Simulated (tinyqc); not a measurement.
Off-state leakage of single and stacked transistors: two steps of the calculation.

n-channel devices of unit width. Subthreshold current I(Vg, Vs, Vd) = I0 (T/300 K)^0.5 exp[(Vg - Vs - VT(T) - gb (Vs - Vb) + dd (Vd - Vs))/(nf Vt)] (1 - exp(-(Vd - Vs)/Vt)), VT(T) = VT - cT (T - 300 K). Gate-edge tunnelling Ig (Vd/1 V) exp(ag (Vd - 1 V)), for a gate at 0 V, and band-to-band leakage Ab u exp(-Bb/u), u = Vd - Vb + 1 V, flow at a drain held at V; both are taken as independent of T. In a stack of off transistors (all gates at 0 V) the same subthreshold current passes through each.

Inputs (values chosen for the exercise); values of the order met in bulk silicon logic transistors: temperature T = 300 K; supply voltage V = 1 V; threshold at 300 K, zero drain and body bias VT = 0.29 V; fall of the threshold with temperature cT = 0.6 mV/K; current at threshold at 300 K I0 = 0.21 uA/um; slope factor nf = 1.24; drain-induced lowering per volt dd = 0.05; rise of the threshold per volt of source-body bias gb = 0.12; gate-edge tunnelling current at 1 V Ig = 2e-5 uA/um; exponential slope of the gate current ag = 5.2 1/V; prefactor of band-to-band leakage at the drain Ab = 40 uA/(um V); its exponential voltage Bb = 24 V; body voltage Vb = 0 V.

Constants: q = 1.602176634e-19 C, kB = 1.380649e-23 J/K, Vt = kB T/q. Results are converted to the units shown.

Problem 1. Leakage of one transistor. Vg = Vs = 0, Vd = V; effective threshold VT(T) - gb Vb - dd V.

Give: effective threshold; parts; total; shares.

Solution 1.

effective threshold = 0.2400 V
parts (nA/um): subthreshold 0.1177, gate edge 0.02000, band-to-band 0.4915
total = 0.6292 nA/um
shares (%): subthreshold 18.70, gate edge 3.178, band-to-band 78.12

The band-to-band part is the largest.

Problem 2. New Vx. Stack of two, Vx the node between them: I_low = I(0, 0, Vx), I_up = I(0, Vx, V), f = ln(I_up/I_low), f' = -(1 + gb + 2 dd)/(nf Vt) - 1/(Vt (exp(Vx/Vt) - 1)) - 1/(Vt (exp((V - Vx)/Vt) - 1)), Vx(new) = Vx - f/f'.

Vx after iteration 1 = 0.045758262 V

Wanted: I_low; I_up; f; f'; Vx after iteration 2.

Solution 2.

I_low = 0.02204 nA/um
I_up = 0.02215 nA/um
f = 0.005016
f' = -46.00 1/V
Vx after iteration 2 = 0.04587 V

tinyqc, about 0.04 s, one thread, Intel Xeon 2.30GHz (shared host): `OMP_NUM_THREADS=1 python tinyqc.py 2242062 2242063 out.jsonl`
